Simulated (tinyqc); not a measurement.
Thermal stress and diffusional relaxation in a metal film: Coble and Nabarro-Herring creep, cooling and holds: one step, computed by the program tinyqc.

A thin film on a rigid substrate is stress-free at T0. Tension is positive and the film creeps linearly: d sigma/dt = -M (mismatch) dT/dt - sigma/tau.

Question. Creep at the hold temperature. Creep rate per stress: Nabarro-Herring 14 D Omega/(k_B T d^2), Coble (14 pi) delta D_b Omega/(k_B T d^3), with D = D0 exp(-E/(k_B T)), delta D_b = (delta D_b)0 exp(-E_b/(k_B T)); 1/tau = M x (sum of both)/2 (biaxial strain rate is half the uniaxial one). Temperatures in kelvin are T(C) + 273.15. sigma(t) = sigma_0 exp(-t/tau), relaxed part sigma_0 - sigma(t); the grain size where both mechanisms are equal is pi delta D_b/D.

Inputs (values chosen for the exercise, modelled on aluminium films on silicon):
```
quantity                           value        unit
biaxial modulus M                    112         GPa
atomic volume Omega                 16.6  angstrom^3
lattice prefactor D0             0.00019       m^2/s
lattice energy E                    1.47          eV
boundary prefactor (delta D_b)0  5.1e-14       m^3/s
boundary energy E_b                0.902          eV
grain size d                        0.57          um
stress-free temperature T0           350           C
hold temperature T                   160           C
hold time t                         0.01           h
yield stress                         330         MPa
```

stress after a quench sigma_0 = 417.088 MPa

Constants: k_B = 1.380649e-23 J/K; k_B = 8.617333262e-05 eV/K.

Give: Nabarro-Herring rate; Coble rate; relaxation time tau; stress after the hold; stress relaxed during the hold; crossover grain size.

Answer.

Nabarro-Herring rate = 1.790e-16 1/(Pa s)

Coble rate = 1.076e-12 1/(Pa s)

relaxation time tau = 0.004611 h

stress after the hold = 47.67 MPa

stress relaxed during the hold = 369.4 MPa

crossover grain size = 3426 um

Coble creep is 6000 times as fast as Nabarro-Herring creep at this grain size. The crossover size is formal, far above any film grain. Caution: the elastic stress exceeds the yield stress, so dislocation glide would cap it first. Caution: bulk creep laws overstate relaxation in a bonded film, where the substrate constrains boundary diffusion, and dislocation glide is left out.
